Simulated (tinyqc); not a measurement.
Long-channel MOSFET, surface-potential model: one step of the calculation.

n-channel transistor on a uniformly doped p-type body, gradual-channel approximation, constant mobility, Boltzmann statistics, full ionisation. Potentials are counted from the neutral body; V is the electron quasi-Fermi potential, Vsb at the source and Vsb + Vds at the drain. Charges are magnitudes per area.

Problem. Body potential, insulator capacitance and body factor. ni = sqrt(Nc Nv) exp(-Eg/(2 Vt)), Eg in volts; phiF = Vt ln(Na/ni); Cox = eps0 eox/tox; gamma = sqrt(2 q eps0 eps_r Na)/Cox. VT = Vfb + 2 phiF + gamma sqrt(2 phiF + Vsb), m = 1 + gamma/(2 sqrt(2 phiF + Vsb)).

Inputs (values chosen for the exercise); material values close to those of 4H silicon carbide:
- T = 300 K (temperature)
- Eg = 3.2 eV (band gap)
- eps_r = 9.57 (relative permittivity of the semiconductor)
- Nc = 1.71e19 cm^-3 (conduction-band density of states at T)
- Nv = 2.45e19 cm^-3 (valence-band density of states at T)
- Na = 9.3e15 cm^-3 (acceptor density of the body)
- eox = 3.72 (relative permittivity of the gate insulator)
- tox = 2.6 nm (insulator thickness)
- Vfb = -2.51 V (flat-band voltage)
- Vsb = 2 V (source-body reverse bias)

Constants: q = 1.602176634e-19 C, kB = 1.380649e-23 J/K, Vt = kB T/q, eps0 = 8.8541878128e-14 F/cm where lengths are in cm. Results are converted to the units shown.

Wanted: ni; phiF; Cox; gamma; VT; m.

Solution.

ni = 2.7056e-8 cm^-3
phiF = 1.4010 V
Cox = 1.2668 uF/cm^2
gamma = 0.039666 V^0.5
VT = 0.37898 V
m = 1.0091

Computed by the program tinyqc: `OMP_NUM_THREADS=1 python tinyqc.py 2360111 2360112 out.jsonl`, one thread of a shared Intel Xeon 2.30GHz, about 0.08 s for the whole run.
